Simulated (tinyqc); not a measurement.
Changing the time as a fraction of L^2/kappa, s: electromigration in a confined line: Blech product, Korhonen stress evolution and Black's law. Computed by tinyqc, a small Python program. Command: `OMP_NUM_THREADS=1 python tinyqc.py 3008291 3008292 out.jsonl emigr sweep`. One thread of a shared host (Intel(R) Xeon(R) Processor @ 2.30GHz), about 0.01 s of CPU time with the checks.

The electron wind pushes atoms from the cathode (x = 0) to the anode (x = L); blocking ends build a back stress (tension positive). The input rho is taken not to change with temperature. d sigma/dt = d/dx [kappa (d sigma/dx + G)], with zero flux at both ends and sigma = 0 at t = 0.

Inputs (values chosen for the exercise, close to those used for ruthenium lines):

| quantity | value | unit |
|---|---|---|
| resistivity rho | 11.6 | micro-ohm cm |
| atomic volume Omega | 13.6 | angstrom^3 |
| effective charge number Z* | 1.9 | - |
| prefactor D0 | 9.7e-07 | m^2/s |
| activation energy E | 1.36 | eV |
| effective modulus B | 52 | GPa |
| critical stress sigma_c | 570 | MPa |
| current density j | 1.3 | MA/cm^2 |
| line length L | 28 | um |
| test temperature T | 330 | C |

Start: stress-free.

Constants: e = 1.602176634e-19 C; k_B = 8.617333262e-05 eV/K; k_B = 1.380649e-23 J/K.

Method:
- G = Z* e rho j/Omega; D = D0 exp(-E/(k_B T)); kappa = D B Omega/(k_B T); drift velocity of an unconfined line v = D Z* e rho j/(k_B T). SI: 1 micro-ohm cm = 1e-8 ohm m, 1 MA/cm^2 = 1e10 A/m^2.
- Temperatures in kelvin are T(C) + 273.15.
- At steady state sigma(x) = G (L/2 - x). A void forms only if the cathode stress reaches sigma_c, that is if j L exceeds (j L)_c = 2 Omega (sigma_c)/(Z* e rho). Time scale tau = L^2/kappa.
- sigma(x, t) = G L [1/2 - x/L - 4 sum_(m odd) cos(m pi x/L) exp(-m^2 pi^2 s)/(m pi)^2], s = t/tau, summed to m = 399.
- The terms at x = 0 are 4 exp(-m^2 pi^2 s)/(m pi)^2; tau = L^2/kappa.

One run for each value:

| time as a fraction of L^2/kappa, s | cathode stress at time s (MPa) | time t (h) |
|---|---|---|
| 0.002 | 47.69 | 1.2220e+00 |
| 0.0043 | 69.93 | 2.6273e+00 |
| 0.0095 | 103.94 | 5.8046e+00 |
| 0.021 | 154.54 | 1.2831e+01 |
| 0.045 | 226.10 | 2.7495e+01 |
| 0.097 | 325.50 | 5.9268e+01 |
| 0.21 | 424.35 | 1.2831e+02 |
| 0.46 | 468.47 | 2.8106e+02 |
| 1 | 472.54 | 6.1101e+02 |

Over the rows, cathode stress at time s (MPa) rises from 47.7 to 473 (exponent d ln y / d ln x 0.50 between the first rows and 0.011 between the last); time t (h) rises from 1.22 to 611 (exponent d ln y / d ln x about 1.0 throughout). At the low end the exponent of cathode stress at time s is 0.50, close to 0.50: the semi-infinite law. The part added by the current grows as 2 G L sqrt(s/pi) at first and levels off at G L/2 once s passes about 0.3.
